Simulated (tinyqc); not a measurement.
# Decay of LO phonons and the hot-phonon bottleneck in the cooling of electrons, step by step

A worked calculation. Computed by tinyqc, a small Python program that keeps every step. Command: `OMP_NUM_THREADS=1 python tinyqc.py 3031109 3031110 out.jsonl hotphonon walk`. One thread of a shared host (Intel(R) Xeon(R) Processor @ 2.30GHz), about 0.01 s of CPU time with the checks. Intermediate numbers are printed to about 7 digits and carried at full precision; extremes and crossings named in words are read from the listed rows.

n(E, T) = 1/(exp(E/(k_B T)) - 1) is the Bose occupation. Electrons have a temperature T_e; the LO modes within their reach share one occupation N; the decay products stay at the lattice temperature.

Inputs (values chosen for the exercise, modelled on zinc oxide):
```
quantity                                             value    unit
LO energy hbar omega                                  70.9     meV
lifetime at T = 0, tau_0                               1.5      ps
share f of the energy in the softer product           0.25       -
lattice temperature T                                   77       K
electron mass m*                                     0.288     m_0
eps_inf                                               3.64       -
static dielectric constant eps_s                      8.28       -
electron density n                                 9.6e+17  1/cm^3
density of LO modes that the electrons reach, N_m  9.1e+18  1/cm^3
power supplied per electron P                         0.31      nW
step factor                                            0.8       -
```

Decay channel: two unequal phonons (Ridley).

Constants: k_B = 8.617333262e-05 eV/K; c = 299792458 m/s; e^2/(4 pi eps_0) = 14.39964548 eV angstrom; hbar^2/(2 m_0) = 3.80998212 eV angstrom^2; hbar = 6.582119569e-16 eV s; e = 1.602176634e-19 C; k_B = 1.380649e-23 J/K.

## Lifetime and Raman width

Decay rate 1/tau = (1/tau_0) [1 + n(f hbar omega) + n((1 - f) hbar omega)]. Full width Gamma = 1/(2 pi c tau) in 1/cm, c in cm/s.

thermal factor tau_0/tau = 1.074632

phonon lifetime tau = 1.395827 ps

Raman width Gamma = 3.803365 1/cm

equilibrium LO occupation N_0 = 2.288163e-05

Spontaneous decay rules: the products are hardly occupied.

## Spontaneous emission time

Froehlich coupling alpha = (e^2/(4 pi eps_0)) (1/eps_inf - 1/eps_s) k_0/(2 hbar omega), k_0 = sqrt(m* hbar omega/(hbar^2/(2 m_0))); emission time tau_sp = hbar/(2 alpha hbar omega); bottleneck ratio r = (n/N_m) tau/tau_sp.

alpha = 1.144510

emission time tau_sp = 4.055737 fs

bottleneck ratio r = 36.30709

r compares the rate at which electrons exchange quanta with a mode to its decay rate. Exchange outruns decay, so a hot population builds up if the power is high enough. Caution: alpha is above 1/2, so hbar/tau_sp exceeds hbar omega and the emission time, a weak-coupling result, is only rough.

## Electron and phonon temperatures in closed form

Net emission per electron: [(N + 1) x - N]/tau_sp with x = exp(-hbar omega/(k_B T_e)), a simple two-level balance; steady state of the modes: n [(N + 1) x - N]/tau_sp = N_m (N - N_0)/tau; power per electron P = hbar omega [(N + 1) x - N]/tau_sp. With p = P tau_sp/(hbar omega): N = N_0 + r p and x = (p + N)/(N + 1); without hot phonons N = N_0. The mode temperature T_LO solves n(hbar omega, T_LO) = N.

reduced power p = 1.106815e-04

LO occupation N = 0.004041404

electron temperature T_e = 149.9150 K

T_e without hot phonons = 92.22778 K

mode temperature T_LO = 149.1806 K

Hot phonons raise T_e by 58 K. T_LO lies close to T_e: electrons and LO modes form one hot system, cooled only by the decay.

## The same balance by iteration

Eliminating N gives P(T_e) = (hbar omega/tau_sp) [(N_0 + 1) x - N_0]/[1 + r (1 - x)]. Newton steps on ln P against ln T_e, times the step factor, each limited to 0.7 in ln T_e and to keeping a fifth of T_e - T; start at 1.5 T; stop when |ln(P/P(T_e))| < 1e-9 or after 40 steps.

Iterations:
```
step   T_e (K)  P(T_e) (nW)  ln(P/P(T_e))
0     115.5000    0.0588378  1.661788e+00
1     138.4433    0.1958063  4.594463e-01
2     147.1738    0.2795998  1.032131e-01
3     149.3423    0.3034817  2.125105e-02
4     149.7994    0.3086771  4.276404e-03
5     149.8919    0.3097346  8.563449e-04
6     149.9104    0.3099469  1.713117e-04
7     149.9141    0.3099894  3.426404e-05
8     149.9148    0.3099979  6.852877e-06
9     149.9150    0.3099996  1.370578e-06
10    149.9150    0.3099999  2.741157e-07
11    149.9150    0.3100000  5.482315e-08
12    149.9150    0.3100000  1.096463e-08
13    149.9150    0.3100000  2.192927e-09
14    149.9150    0.3100000  4.385847e-10
```

converged (1 yes, 0 no) = 1

T_e from the iteration = 149.9150 K

Converged at step 14.

## Energy relaxation with and without hot phonons

P(T_e) = (hbar omega/tau_sp) [(N_0 + 1) x - N_0]/[1 + r (1 - x)], and r = 0 without hot phonons; energy relaxation time tau_E = (3/2) k_B (T_e - T)/P.

Cooling:
```
T_e (K)  P, cold phonons (nW)  P, hot phonons (nW)     ratio  tau_E (ps)             N
107                  1.217815           0.03265753  37.29048    19.02447  4.462203e-04
157                  14.77378            0.3980567  37.11476    4.162168   0.005182881
227                  74.61494             2.053299  36.33905    1.512912    0.02663974
377                  315.7981             9.508360  33.21267   0.6534166     0.1232795
577                  672.9500             23.54369  28.58303   0.4398149     0.3052192
877                  1096.066             47.45219  23.09832   0.3491469     0.6151445
1380                 1542.947             89.15913  17.30554   0.3026587      1.155790
2080                 1885.790             146.6244  12.86137   0.2829107      1.900711
```

Reabsorption cuts the loss by a factor 37.3 at the lowest T_e and 12.9 at the highest; the factor is 1 + r (1 - x) with r = 36.3. tau_E runs from 19 to 0.28 ps, with its shortest value, 0.28 ps, at T_e = 2080 K, against tau_sp = 4.1 fs and a phonon lifetime of 1.4 ps. For r (1 - x) much above 1 the loss tends to hbar omega (N_m/n)(n(hbar omega, T_e) - N_0)/tau, in which tau_sp no longer appears. Pauli blocking is left out, as are upper valleys and non-parabolic bands, which can matter above about 1000 K.

Checks made by the program: iteration against the closed form (relative difference below 1e-10).
